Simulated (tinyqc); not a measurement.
# Vertical double-diffused power MOSFET, components of the on-resistance: On-resistance against the doping of the gap over the drift doping

Stripe cells of pitch Wp + a, two channels a cell. Current flows through the channels, spreads in the accumulation layer, passes the gap between the p bodies and spreads at 45 degrees into the drift layer below them. Low drain voltage, full ionisation.

Triangular field at breakdown with Ec = Kc N^(1/8): BV = eps0 eps_r Ec^2/(2 q N), so N = (eps0 eps_r Kc^2/(2 q BV))^(4/3); W = 2 BV/Ec; mu = mud (T/300 K)^(-bt); rho = 1/(q mu N); ideal resistance rho W. Pitch p = Wp + a, Cox = 3.9 eps0/tox; zero-bias depletion in the gap w0 = sqrt(2 eps0 eps_r Vbi/(q N Nj)), open gap g = a - 2 w0; R_ch = Lc p/(2 mch Cox Vov); R_acc = 0.6 a p/(4 mac Cox Vov), 0.6 being an empirical factor for current leaving the layer along its length; R_gap = (rho/Nj) xp p/g; spreading depth t = min(W, (p - g)/2); R_drift = (rho p/2) ln((g + 2 t)/g) + rho (W - t); R_on = the sum with Rs.

Inputs (values chosen for the exercise); bulk values close to those of silicon: temperature T = 300 K; relative permittivity eps_r = 11.6; critical-field constant Kc = 4100 V/cm per (cm^-3)^(1/8); rated breakdown voltage of the drift layer BV = 60 V; drift mobility at 300 K mud = 1220 cm^2/(V s); temperature exponent of the drift mobility bt = 2; gate oxide thickness (eps_r 3.9) tox = 45 nm; gate overdrive Vov = 5 V; channel mobility mch = 280 cm^2/(V s); accumulation-layer mobility mac = 540 cm^2/(V s); channel length Lc = 1.3 um; width of the p body in one cell, channels included Wp = 6.6 um; gap between neighbouring p bodies a = 4.9 um; depth of the p body xp = 1.3 um; built-in voltage of the body junction Vbi = 0.803 V; substrate and contact resistance Rs = 0.41 mohm cm^2.

Constants: q = 1.602176634e-19 C, eps0 = 8.8541878128e-14 F/cm where lengths are in cm. Results are converted to the units shown.

The same in every row: R_ch (mohm cm^2) = 0.6958; R_acc (mohm cm^2) = 0.4080; ideal (mohm cm^2) = 0.1760.

Result of one run:

| Nj | R_gap (mohm cm^2) | R_drift (mohm cm^2) | R_on (mohm cm^2) | largest term |
|---|---|---|---|---|
| 1 | 0.2097 | 0.2994 | 2.023 | channel |

What becomes of these results when the doping of the gap over the drift doping Nj is changed from 1 to 8, all else the same?

Result of the changed run:

| Nj | R_gap (mohm cm^2) | R_drift (mohm cm^2) | R_on (mohm cm^2) | largest term |
|---|---|---|---|---|
| 8 | 0.02370 | 0.2798 | 1.817 | channel |

The whole series:

| Nj | R_gap (mohm cm^2) | R_drift (mohm cm^2) | R_on (mohm cm^2) | largest term |
|---|---|---|---|---|
| 1 | 0.2097 | 0.2994 | 2.023 | channel |
| 1.5 | 0.1357 | 0.2936 | 1.943 | channel |
| 2 | 0.1000 | 0.2902 | 1.904 | channel |
| 3 | 0.06536 | 0.2863 | 1.865 | channel |
| 5 | 0.03845 | 0.2825 | 1.835 | channel |
| 8 | 0.02370 | 0.2798 | 1.817 | channel |
| 12 | 0.01565 | 0.2780 | 1.807 | channel |

R_on falls from 2.02 to 1.81 mohm cm^2. The channel term is the largest at Nj = 1 and in all other rows. R_on is 11.5 times the ideal drift resistance in the first row and 10.3 times in the last.

Program tinyqc, `OMP_NUM_THREADS=1 python tinyqc.py 2230113 2230114 out.jsonl`; Intel Xeon 2.30GHz, shared host, one thread, about 0.01 s.
